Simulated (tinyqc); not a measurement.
# Electron continuity equation in a given potential, Scharfetter-Gummel discretisation: three discretisations compared

Steady state in one dimension: J = q mu n E + q D dn/dx with E = -dpsi/dx and D = mu Vt, dJ/dx = q (n/tau - G), fixed densities nL and nR at the ends. The potential is given, psi = U x/L, and is not changed by the electrons.

9 equal intervals. Fluxes J_i = (q D/h)(n_(i+1) P_i - n_i Q_i), d_i = (psi_(i+1) - psi_i)/Vt: Scharfetter-Gummel P = B(d), Q = B(-d), B(d) = d/(exp(d) - 1); central P = 1 - d/2, Q = 1 + d/2; upwind P = 1 + max(-d, 0), Q = 1 + max(d, 0). Balance at each inner node: J_i - J_(i-1) = q h (n_i/tau - G). The reference is Scharfetter-Gummel on 1800 intervals.

Parameters, values chosen for the exercise; mobility close to that of silicon at room temperature:

| symbol | value | unit | meaning |
|---|---|---|---|
| T | 450 | K | temperature |
| mu | 1330 | cm^2/(V s) | electron mobility |
| L | 0.29 | um | length of the region |
| nL | 1.3e14 | cm^-3 | density at x = 0 |
| nR | 0 | cm^-3 | density at x = L |
| tau | 6.8e-13 | s | lifetime |
| G | 7.1e25 | cm^-3 s^-1 | uniform generation rate |
| U | 0.15 | V | potential difference psi(L) - psi(0) |

Constants: q = 1.602176634e-19 C, kB = 1.380649e-23 J/K, Vt = kB T/q. Results are converted to the units shown.

Densities (cm^-3):

| node | Scharfetter-Gummel | central | upwind | reference |
|---|---|---|---|---|
| 0 | 1.300e14 | 1.300e14 | 1.300e14 | 1.300e14 |
| 1 | 1.050e14 | 1.049e14 | 1.061e14 | 1.047e14 |
| 2 | 8.755e13 | 8.743e13 | 8.901e13 | 8.709e13 |
| 3 | 7.527e13 | 7.515e13 | 7.665e13 | 7.479e13 |
| 4 | 6.637e13 | 6.628e13 | 6.738e13 | 6.595e13 |
| 5 | 5.938e13 | 5.934e13 | 5.979e13 | 5.904e13 |
| 6 | 5.273e13 | 5.276e13 | 5.233e13 | 5.251e13 |
| 7 | 4.417e13 | 4.429e13 | 4.286e13 | 4.407e13 |
| 8 | 2.950e13 | 2.966e13 | 2.773e13 | 2.950e13 |
| 9 | 0 | 0 | 0 | 0 |

What do the numbers show?

Largest errors as a share of the largest reference density listed: Scharfetter-Gummel 0.37 %, central 0.27 %, upwind 1.5 %. The largest |d| is 0.430. Upwinding stays positive but acts as if D were larger by the factor 1 + |d|/2, up to 1.21 here.

Program tinyqc, `OMP_NUM_THREADS=1 python tinyqc.py 2220120 2220121 out.jsonl`; Intel Xeon 2.30GHz, shared host, one thread, about 0.01 s.
